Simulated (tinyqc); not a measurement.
What moves the results: special k points of the fcc lattice. A value that a table varies takes the place of the one given here.

Lattice vectors in units of a: a1 = (0, 1/2, 1/2), a2 = (1/2, 0, 1/2), a3 = (1/2, 1/2, 0); reciprocal vectors b_i with a_i . b_j = 2 pi delta_ij. Mesh: k = sum_i f_i b_i with f_i = (2 j_i + shift)/(2 N), j_i = 0 .. N-1. The point group of the lattice has 48 operations; only those that map the mesh onto itself are used.

A_m(k) = sum over the m-th star of lattice vectors R of cos(k . R), stars in order of length: m = 1: |R|^2 = 0.5, 12 vectors, such as (1, 0, 0) in the basis a_i; m = 2: |R|^2 = 1, 6 vectors, such as (1, 1, -1) in the basis a_i; m = 3: |R|^2 = 1.5, 24 vectors, such as (2, 0, -1) in the basis a_i; m = 4: |R|^2 = 2, 12 vectors, such as (2, 0, 0) in the basis a_i; m = 5: |R|^2 = 2.5, 24 vectors, such as (2, 1, -1) in the basis a_i; m = 6: |R|^2 = 3, 8 vectors, such as (3, -1, -1) in the basis a_i. The zone mean of every A_m is zero.

Test function, the lower band of a two-band insulator: E(k) = -sqrt(D^2 + (e0 - t A_1(k))^2).

Parameters, chosen for this exercise (the lattice of Si, GaAs, Cu and Al; not measured data): D = 2.05 eV (half gap term); t = 0.47 eV (coupling); e0 = 1.78 eV (offset); N = 6 (points along each reciprocal vector); shift = 0 (half steps).

## Mesh size and shift

Errors of the mean of E against the unshifted mesh with N = 24. The fifth column is |R|^2 of the shortest star with a non-zero mean.

Meshes:

| mesh | points | irreducible | operations | \|R\|^2 missed | error (meV) |
|---|---|---|---|---|---|
| 1 Gamma | 1 | 1 | 48 | 0.50 | -1277.068 |
| 1 shifted | 1 | 1 | 12 | 1.00 | 378.587 |
| 2 Gamma | 8 | 3 | 48 | 2.00 | -383.396 |
| 2 shifted | 8 | 2 | 12 | 4.00 | -35.659 |
| 3 Gamma | 27 | 4 | 48 | 4.50 | 25.817 |
| 3 shifted | 27 | 6 | 12 | 9.00 | 4.811 |
| 4 Gamma | 64 | 8 | 48 | 8.00 | -0.431 |
| 4 shifted | 64 | 10 | 12 | 16.00 | -0.686 |
| 5 Gamma | 125 | 10 | 48 | 12.50 | -1.456 |
| 5 shifted | 125 | 19 | 12 | >16 | 0.130 |
| 6 Gamma | 216 | 16 | 48 | >16 | 0.597 |
| 6 shifted | 216 | 28 | 12 | >16 | -0.030 |

reference mean = -3.09353 eV

How do the results move?

The shifted mesh has the smaller error for 5 of 6 values of N and the larger for 1. The cheapest mesh within 1 meV is 4 Gamma, with 8 irreducible points, but a larger mesh of the same type misses again, so this is a chance hit. A mesh misses the lattice vectors N (n1 a1 + n2 a2 + ...); the half shift gives each the sign (-1)^(n1 + n2 + ...), so the 12 shortest ones add up to 0 in place of 12: they cancel. The shift lowers the symmetry; it leaves more irreducible points for N = 3, 4, 5 and 6; it leaves fewer irreducible points for N = 2.

## Gap and mesh density

D takes the values listed; errors against the unshifted mesh with N = 30, for unshifted meshes.

Errors (meV):

| D (eV) | reference (eV) | N = 2 | N = 4 | N = 6 | N = 8 |
|---|---|---|---|---|---|
| 0.2 | -2.2006 | -552.743 | 0.805 | 14.149 | 1.243 |
| 0.4 | -2.2413 | -536.651 | -2.093 | 12.129 | 0.733 |
| 0.8 | -2.3762 | -497.232 | -2.928 | 6.438 | 0.184 |
| 1.5 | -2.7355 | -429.335 | -1.310 | 1.684 | 0.004 |
| 2.5 | -3.4208 | -350.701 | -0.050 | 0.268 | -0.003 |
| 4.0 | -4.6498 | -267.319 | 0.252 | 0.026 | 0.000 |

What does this show, and why?

The first listed N from which the error stays below 0.5 meV is none for D = 0.2, none for D = 0.4, 8 for D = 0.8, 8 for D = 1.5, 4 for D = 2.5, 4 for D = 4 eV. A larger D makes the function smoother, so its Fourier coefficients fall faster with |R|; single entries change sign along a column, so a small error on one coarse mesh can be a cancellation.

## One point for the whole zone

The mean-value (Baldereschi) point is taken at k = (2 pi/a) (0.6223, 0.2953, 0), that is f = (0.1477, 0.3111, 0.4588); the reference is the mesh with N = 24.

Single points:

| point | A_1 | A_2 | A_3 | A_4 | E (eV) |
|---|---|---|---|---|---|
| Gamma | 12.000 | 6.000 | 24.000 | 12.000 | -4.3706 |
| mean-value point | 0.000 | 0.000 | -4.405 | -3.192 | -2.7149 |
| zone-face centre b1/2 | 0.000 | -6.000 | 0.000 | 12.000 | -2.7149 |

reference mean = -3.0935 eV

How do the results move?

The mean-value point makes A_1 and A_2 vanish. Its error is +379 meV, against -1277 meV at Gamma and +379 meV at b1/2. E is not linear in A_1; its powers hold sums of nearest vectors and a non-zero mean, so this point is not exact. A_1 has the same value at b1/2, and E depends on A_1 alone, so this test cannot tell the two points apart.

## What moves the zone average

Mean of E over the mesh, and its error against the unshifted mesh with N = 24. Each row changes one parameter from the base and keeps the others.

Results:

| case | mean (eV) | error (meV) | irreducible points |
|---|---|---|---|
| base | -3.0929 | 0.60 | 16 |
| N = 7 | -3.0936 | -0.12 | 20 |
| shift = 1 | -3.0936 | -0.03 | 28 |
| D = 1.435 eV | -2.6951 | 1.91 | 16 |
| t = 0.611 eV | -3.3332 | 1.15 | 16 |

How do the results move?

The largest shifts from the base row, up to three for each result and ties (the steps differ in size, so this ranks the rows, not the parameters). mean (eV): D +0.3979, t -0.2403, N -0.0007. error (meV): D +1.31, N -0.72, shift -0.63. irreducible points: shift +12, N +4; unchanged at the printed digits by D and t.

Computed by tinyqc, a small Python program: `OMP_NUM_THREADS=1 python tinyqc.py 1650628 1650629 out.jsonl` (the numbers bound the seed that draws the inputs); one thread of a shared host (Intel(R) Xeon(R) Processor @ 2.30GHz), about 0.1 s for the whole set of steps.
